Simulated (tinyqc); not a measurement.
# From one set of inputs to another, one input at a time

Model: Holstein polaron on two sites. Computed by tinyqc, a small Python program. Command: `OMP_NUM_THREADS=1 python tinyqc.py 3020891 3020892 out.jsonl holstein ladder`. One thread of a shared host (Intel(R) Xeon(R) Processor @ 2.30GHz), about 0.02 s of CPU time with the checks.

One electron on sites 1 and 2: H = -t (c1+ c2 + c2+ c1) + hbar omega sum_i b_i+ b_i - g hbar omega sum_i n_i (b_i + b_i+). The symmetric phonon shifts the energy by -g^2 hbar omega/2 and drops out; with b = (b_1 - b_2)/sqrt(2) there remains H = -t sigma_x + hbar omega b+ b - (g hbar omega/sqrt(2)) sigma_z (b + b+). Parity splits it into blocks p = +1 and -1 over phonon numbers n. Zero-point energies are left out. Weights Z refer to mode b alone; the displaced symmetric mode multiplies the full zero-phonon weight by exp(-g^2/2).

The inputs printed are set A. Inputs not listed in the table keep their values of set A, so the rows need not describe a real material.

Inputs (values chosen for the exercise, for a model dimer): hopping t = 290 meV; phonon energy hbar omega = 119 meV; coupling g = 3.

Method. Block p: H_nn = n hbar omega - p t (-1)^n - g^2 hbar omega/2, H_(n,n+1) = -(g hbar omega/sqrt(2)) sqrt(n + 1). Use 60 levels in both blocks; Z = c_0^2 is the weight of n = 0 in the ground state c; the splitting is the lowest odd level less the lowest even one, which without coupling is the smaller of 2t and hbar omega; <sigma_x> = sum (-1)^n c_n^2 measures the kinetic energy.

Each row keeps all changes above it:
```
input moved                     from     to  ground-state energy (meV)  weight Z of n = 0 in mode b  mean phonon number in b
set A                              -      -                    -1112.9                      0.03201               4.0828e+00
coupling g                         3  0.862                     -342.2                      0.98568               1.6821e-02
phonon energy hbar omega (meV)   119   67.7                     -317.9                      0.99479               6.0822e-03
hopping t (meV)                  290    190                     -219.2                      0.98880               1.3130e-02
```

Where does the difference come from?

Ground-state energy goes from -1110 to -219, +894 in all. The largest single move comes from coupling g (+771). weight Z of n = 0 in mode b goes from 0.0320 to 0.989, a factor 30.9 in all. The largest single move comes from coupling g (a factor 30.8). Mean phonon number in b goes from 4.08 to 0.0131, a factor 0.00322 in all. The largest single move comes from coupling g (a factor 0.00412), and hopping t works against it (a factor 2.16). The single moves hold for this order of the switches; the total does not depend on the order.

Caution (rows coupling g, phonon energy hbar omega, hopping t): with hbar omega below 2t the lowest odd level starts as a one-phonon state, so the splitting here is a softened phonon and not a narrowed hopping.

Extremes, crossings and ranges named in words are read from the listed rows.
